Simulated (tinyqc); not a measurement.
Worked calculation: nanosheet or nanowire with hard walls, valleys of the Si type. Values are carried at full precision from step to step, so a last printed digit may differ when a step is redone from the rounded ones.

Six ellipsoidal valleys along the cube axes: inverse mass tensor w = 1/mt + (1/ml - 1/mt) a a^T with a the unit axis. Device axes: x along the channel, z = [001], y = z x x.

Constants: hbar^2/2m0 = 3.80998211 eV angstrom^2; hbar = 6.58211957e-16 eV s; e^2/h = 3.874045865e-05 S; kB = 8.617333262e-05 eV/K.

Values chosen for the exercise (near those of Si; the results hold for these values, not for the real material):

| symbol | value | unit | meaning |
|---|---|---|---|
| ml | 0.919 | m0 | longitudinal mass |
| mt | 0.191 | m0 | transverse mass |
| channel | 100 |  | transport direction x on a (001) wafer |
| W | 255 | angstrom | width, along y |
| H | 34 | angstrom | height, along z = [001] |
| dE | 0.096 | eV | EF above the lowest subband edge |
| T | 350 | K | temperature |
| g_all | 6 |  | number of valleys |

## Valley masses for a [100] channel

Rotate w into the device axes and group equal valleys (|w_yz| counts); order by w_zz, then w_yy. 1/m_x = w_xx - w_xc w_c^-1 w_cx with c the block (y, z).

Valleys:

| group | valleys g | w_yy | w_zz | \|w_yz\| | m_x (m0) |
|---|---|---|---|---|---|
| A | 2 | 5.2356 | 1.0881 | 0.0000 | 0.1910 |
| B | 2 | 1.0881 | 5.2356 | 0.0000 | 0.1910 |
| C | 2 | 5.2356 | 5.2356 | 0.0000 | 0.9190 |

The lightest transport mass, 0.191 m0, belongs to groups A and B.

## One-dimensional subbands

Hard walls around a W x H rectangle. The block w_c of w in (y, z) confines; the transport mass follows from 1/m_x = w_xx - w_xc w_c^-1 w_cx. The cross-section problem c (w_yy ky^2 + 2 w_yz ky kz + w_zz kz^2), c = hbar^2/2m0, is solved in products sin(n pi y/W) sin(l pi z/H), n, l = 1 to 12; if w_yz = 0 the levels are c pi^2 (w_yy n^2/W^2 + w_zz l^2/H^2). The w_yz term couples (n, l) to (n', l') by -2 c w_yz D_nn'(W) D_ll'(H) with D_nm(L) = 4 n m/(L (n^2 - m^2)) for n + m odd and 0 otherwise.

The ten lowest levels of all groups together, numbered within each group.

Subbands:

| label | valleys g | m_x (m0) | E (eV) |
|---|---|---|---|
| A1 | 2 | 0.1910 | 0.0384 |
| A2 | 2 | 0.1910 | 0.0475 |
| A3 | 2 | 0.1910 | 0.0626 |
| A4 | 2 | 0.1910 | 0.0838 |
| A5 | 2 | 0.1910 | 0.1111 |
| A6 | 2 | 0.1910 | 0.1444 |
| A7 | 2 | 0.1910 | 0.1446 |
| A8 | 2 | 0.1910 | 0.1537 |
| A9 | 2 | 0.1910 | 0.1688 |
| B1 | 2 | 0.1910 | 0.1709 |

The lowest subband is A1; the number of further ones in the list within kB T = 30.2 meV of it at 350 K is 2.

## Modes, density and velocity at zero temperature

With EF = E_lowest + dE, each subband below EF has k_F = sqrt(m_x (EF - E)/c), carries n = 2 g k_F/pi electrons per length (spin included), moves at v = 2 c k_F/(hbar m_x) and adds 2 g e^2/h to the ballistic conductance; c = hbar^2/2m0, 1 angstrom/s = 1e-8 cm/s.

Occupied subbands:

| label | k_F (1/angstrom) | n (1/nm) | v (1e7 cm/s) |
|---|---|---|---|
| A1 | 0.0694 | 0.883 | 4.20 |
| A2 | 0.0660 | 0.840 | 4.00 |
| A3 | 0.0600 | 0.764 | 3.64 |
| A4 | 0.0504 | 0.641 | 3.05 |
| A5 | 0.0342 | 0.435 | 2.07 |

total n = 3.564 1/nm
ballistic conductance = 774.8 microsiemens

EF lies below the last listed level, so the count is complete for these valleys (other families, and non-parabolicity above about 0.2 eV, are left out): 5 subbands with 10 valley modes. The Fermi velocity, averaged with the densities as weights, is 3.57 x 1e7 cm/s; the mean over all filled states moving one way is half of it.

## Threshold shift from confinement

Without degeneracy the line density is N1 exp((EF - Ec)/kB T) with N1 = sum 2 g sqrt(m_x kB T/(4 pi c)) exp(-E/kB T), here over n, l up to 80 where w_yz = 0 and over all levels of a 12 x 12 sine basis otherwise; the classical value is W H Nc with Nc = 2 g_all (m_dos kB T/(4 pi c))^(3/2), m_dos = (ml mt^2)^(1/3); dVt = kB T ln(W H Nc/N1).

Form N1, W H Nc and dVt.

N1 = 0.3375 1/nm
W H Nc = 3.012 1/nm
dVt = 66.0 mV

## Checks

- Lowest level of group A on a 40 x 40 difference grid against the sine basis, eV: both 0.038.

Computed by tinyqc, a small Python program: `OMP_NUM_THREADS=1 python tinyqc.py 1252169 1252170 out.jsonl` (the numbers bound the seed that draws the inputs); one thread of a shared host (Intel(R) Xeon(R) Processor @ 2.30GHz), about 0.02 s for the whole set of steps.
